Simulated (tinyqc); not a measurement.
Levels of description: finite square well with mass mismatch (envelope functions).

A square well of width L and depth V0, mass mw inside and mb outside, energies from the bottom of the well, c = hbar^2/2m0. k = sqrt(mw E/c), kappa = sqrt(mb (V0 - E)/c). psi and psi'/m are continuous at the walls (BenDaniel-Duke), so level n solves k L + 2 atan[(k/mw)/(kappa/mb)] = n pi.

Non-parabolic bands: mw is replaced by mw (1 + alpha_w E) and mb by mb (1 - alpha_b (V0 - E)), in k, kappa and the matching condition alike.

Constants: hbar^2/2m0 = 3.80998211 eV angstrom^2.

Inputs chosen for the exercise (near those of the light valleys of a Si film in HfO2; shifted at random, so the results belong to these values and not to a real crystal): L = 34 angstrom (well width); V0 = 1.575 eV (barrier height); mw = 0.192 m0 (mass in the well); mb = 0.18 m0 (mass in the barrier); alpha_w = 0.52 1/eV (non-parabolicity in the well); alpha_b = 0.21 1/eV (non-parabolicity in the barrier).

The same well five ways. mb = mw: the barrier takes the mass of the well. psi' continuous: kappa holds mb but the condition drops the masses, k L + 2 atan(k/kappa) = n pi. The last column is measured against BenDaniel-Duke.

Levels (eV):
```
model                E1      E2      E3  E1 - E1(BDD) (meV)
infinite walls   0.1694  0.6777  1.5248                52.8
mb = mw          0.1154  0.4550  0.9899                -1.2
BenDaniel-Duke   0.1167  0.4591  0.9960                 0.0
psi' continuous  0.1142  0.4508  0.9839                -2.5
non-parabolic    0.1181  0.4155  0.8008                 1.5
```

Hard walls put E1 52.8 meV too high. Ignoring the mass step moves it by -1.2 meV and the wrong matching by -2.5 meV: with mb/mw = 0.94, continuity of psi'/m lets the slope outside be 0.94 times the slope inside, which acts like a harder wall. Non-parabolicity shifts E1 by +1.5 meV, the balance of a heavier mass in the well, which lowers it, and a lighter mass deep in the barrier, which hardens the wall. Among the finite wells the largest departure in E1 is that of the model 'psi' continuous'.

(tinyqc, `OMP_NUM_THREADS=1 python tinyqc.py 1281356 1281357 out.jsonl`, Intel(R) Xeon(R) Processor @ 2.30GHz, 1 thread, shared host, about 0.02 s.)
